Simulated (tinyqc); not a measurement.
# A double barrier with mass mismatch, transfer matrices: effects of single changes

One electron of energy E comes from the left lead (band edge 0); no transverse momentum. Parabolic bands, masses in units of m0, C = hbar^2/(2 m0); psi and psi'/m are continuous at every interface. Barrier d1, well Lw, barrier d2; the right lead equals the left one.

Parameters, values chosen for the exercise; masses and offsets close to those of InGaAs wells and InAlAs barriers:
```
symbol,value,unit,meaning
mL,0.041,m0,mass in the left lead
U1,0.51,eV,barrier height
m1,0.077,m0,barrier mass
d1,1.8,nm,width of the first barrier
Lw,3.4,nm,"well width (edge 0, mass mL)"
d2,1.8,nm,width of the second barrier
```

Constants: q = 1.602176634e-19 C, hbar = 1.054571817e-34 J s, m0 = 9.1093837015e-31 kg, hbar^2/(2 m0) = 0.0380998212 eV nm^2. Results are converted to the units shown.

Each table varies one quantity; the others keep the values above.

## Resonance against the well width

For the pair (psi, psi'/m) a flat layer has M = [[cos kd, (m/k) sin kd], [-(k/m) sin kd, cos kd]] with k = sqrt(m (E - U)/C) above its edge U, and M = [[cosh Kd, (m/K) sinh Kd], [(K/m) sinh Kd, cosh Kd]] with K = sqrt(m (U - E)/C) below it. The matrices are multiplied with later layers to the left. With M acting on (psi, psi'/m) and v = k/m in each lead, T(E) = 4 vL vR/[(vL vR M12 - M21)^2 + (vR M11 + vL M22)^2]. The lowest resonance is the first maximum of T(E); its width is the full width at half maximum, and tau = hbar/width. The last column is the lowest level of an infinitely deep well, C (pi/Lw)^2/mL.

Results:

| Lw (nm) | E_r (eV) | peak T(E) | width (meV) | tau (fs) | infinite well (eV) |
|---|---|---|---|---|---|
| 2 | 0.3072 | 1.000 | 71.35 | 9.226 | 2.293 |
| 2.7 | 0.2363 | 1.000 | 43.40 | 15.17 | 1.258 |
| 3.4 | 0.1880 | 1.000 | 28.32 | 23.24 | 0.7934 |
| 4.8 | 0.1281 | 1.000 | 13.82 | 47.61 | 0.3981 |
| 5.4 | 0.1111 | 1.000 | 10.58 | 62.20 | 0.3145 |
| 6.1 | 0.09526 | 1.000 | 7.929 | 83.01 | 0.2465 |
| 6.8 | 0.08267 | 1.000 | 6.066 | 108.5 | 0.1983 |

Estimate the missing row, Lw = 4.1 nm.

Computed row:

| Lw (nm) | E_r (eV) | peak T(E) | width (meV) | tau (fs) | infinite well (eV) |
|---|---|---|---|---|---|
| 4.1 | 0.1536 | 1.000 | 19.42 | 33.90 | 0.5456 |

With this row back in the table: E_r falls from 0.307 to 0.0827 eV, as Lw^(-1.07) over the table, slower than the Lw^(-2) of an infinite well because the wave reaches into the barriers; E_r is 0.13 of the infinite-well level in the first row and 0.42 in the last. The width falls from 71.3 to 6.07 meV.

## Transmission against energy

Same model as above.

The last column is exp(-2 sum K d) over the layers with U > E.

Transmission against energy:

| E (eV) | T(E) | exp(-2 sum K d) |
|---|---|---|
| 0.041 | 9.0439e-4 | 9.0303e-4 |
| 0.121 | 0.018851 | 0.0016884 |
| 0.2 | 0.61144 | 0.0033494 |
| 0.28 | 0.059416 | 0.0073809 |
| 0.36 | 0.040511 | 0.018982 |
| 0.44 | 0.045391 | 0.066663 |
| 0.519 | 0.066289 | 1.0000 |
| 0.599 | 0.12060 | 1.0000 |
| 0.679 | 0.26879 | 1.0000 |
| 0.759 | 0.65795 | 1.0000 |
| 0.838 | 0.99971 | 1.0000 |
| 0.918 | 0.75821 | 1.0000 |

What does the comparison show?

T(E) runs from 9.04e-4 at 0.041 eV to 0.758 at 0.918 eV; among the rows its largest value is 1.00 at 0.838 eV. Below the barriers it exceeds exp(-2 sum K d) by up to a factor of 183 (at 0.2 eV), which marks a resonance or miniband close to that energy.

## Resonance against the width of the second barrier

Same model as above.

Resonance against the width of the second barrier:

| d2 (nm) | E_r (eV) | peak T(E) | width (meV) | tau (fs) |
|---|---|---|---|---|
| 0.9 | 0.1901 | 0.6158 | 88.55 | 7.434 |
| 1.35 | 0.1884 | 0.8791 | 45.45 | 14.48 |
| 1.8 | 0.1880 | 1.000 | 28.32 | 23.24 |
| 2.25 | 0.1879 | 0.8789 | 20.60 | 31.95 |
| 2.7 | 0.1879 | 0.6146 | 16.99 | 38.74 |
| 3.15 | 0.1878 | 0.3653 | 15.27 | 43.10 |
| 3.6 | 0.1879 | 0.1968 | 14.46 | 45.53 |

What does the table show?

The peak T(E) goes from 0.616 through a maximum of 1.00 (at d2 = 1.8 nm among the rows listed) to 0.197, and the width falls from 88.5 to 14.5 meV; E_r stays between 0.1878 and 0.1901 eV. Equal barriers, d2 = d1 = 1.8 nm, give a peak of 1. Once d2 is the thicker barrier the electron leaves mainly through d1, so the width levels off.

Range of the model: Masses are held fixed, although real bands cease to be parabolic a few tenths of an eV from their edges (inside a barrier too).

Computed by the program tinyqc: `OMP_NUM_THREADS=1 python tinyqc.py 2560126 2560127 out.jsonl`, one thread of a shared Intel Xeon 2.30GHz, about 0.1 s for the whole run.
